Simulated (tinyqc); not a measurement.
# Chip with leakage that grows with temperature, electro-thermal loop and runaway: effects of single changes

One temperature T for the device, T = T0 + Rth P(T), with P(T) = Pd + Pl (T/300 K)^2 exp[(q Ea/kB)(1/(300 K) - 1/T)]. The loop gain is Rth dP/dT; a solution is thermally stable when it is below one.

Inputs (values chosen for the exercise): ambient temperature T0 = 340 K; temperature-independent switching power Pd = 11 W; leakage power at 300 K Pl = 0.0081 W; activation energy of the leakage Ea = 0.49 eV; thermal resistance Rth = 3.9 K/W.

Constants: q = 1.602176634e-19 C, kB = 1.380649e-23 J/K. Results are converted to the units shown.

Each table varies one quantity; the others keep the values above.

## Effect of the leakage power at 300 K

P'(T) = (P - Pd)(2/T + q Ea/(kB T^2)), G = Rth P'. T is the lowest solution and Tu the next, unstable one.

Results:

| Pl (W) | T (K) | P (W) | G | Tu (K) |
|---|---|---|---|---|
| 0.00067 | 383.2 | 11.07 | 0.01146 | 633.3 |
| 0.001 | 383.3 | 11.10 | 0.01719 | 604.4 |
| 0.0015 | 383.5 | 11.15 | 0.02599 | 577.2 |
| 0.0022 | 383.8 | 11.23 | 0.03855 | 553.0 |
| 0.0033 | 384.2 | 11.35 | 0.05889 | 528.9 |
| 0.0049 | 385.0 | 11.53 | 0.08990 | 506.5 |
| 0.0074 | 386.2 | 11.84 | 0.1423 | 484.0 |
| 0.016 | 392.0 | 13.34 | 0.3837 | 441.3 |

Estimate the missing row, Pl = 0.011 W.

Computed row:

| Pl (W) | T (K) | P (W) | G | Tu (K) |
|---|---|---|---|---|
| 0.011 | 388.2 | 12.37 | 0.2288 | 462.5 |

With this row back in the table: As Pl goes from 0.00067 to 0.016 W, T rises from 383.2 to 392.0 K, the power rises from 11.1 to 13.3 W and the loop gain rises from 0.0115 to 0.384. The gap between the stable and unstable solutions goes from 250 to 49.3 K. At Pl = 0.024 W no solution is left within 900 K of T0: thermal runaway.

## Effect of the temperature-independent switching power

Same model as above.

Effect of the temperature-independent switching power:

| Pd (W) | T (K) | P (W) | G | Tu (K) |
|---|---|---|---|---|
| 2.8 | 351.62 | 2.9798 | 0.036245 | 492.89 |
| 3.6 | 354.87 | 3.8124 | 0.042068 | 491.79 |
| 4.6 | 358.96 | 4.8608 | 0.050557 | 490.37 |
| 6 | 364.75 | 6.3464 | 0.065138 | 488.25 |
| 7.8 | 372.36 | 8.2963 | 0.089771 | 485.28 |
| 10 | 381.99 | 10.768 | 0.13237 | 481.18 |
| 13 | 396.19 | 14.408 | 0.22665 | 474.27 |
| 17 | 420.46 | 20.631 | 0.52285 | 459.26 |

As Pd goes from 2.8 to 17 W, T rises from 351.6 to 420.5 K, the power rises from 2.98 to 20.6 W and the loop gain rises from 0.0362 to 0.523. The gap between the stable and unstable solutions goes from 141 to 38.8 K. At Pd = 22 W no solution is left within 900 K of T0: thermal runaway.

Computed by the program tinyqc: `OMP_NUM_THREADS=1 python tinyqc.py 2520051 2520052 out.jsonl`, one thread of a shared Intel Xeon 2.30GHz, about 0.01 s for the whole run.
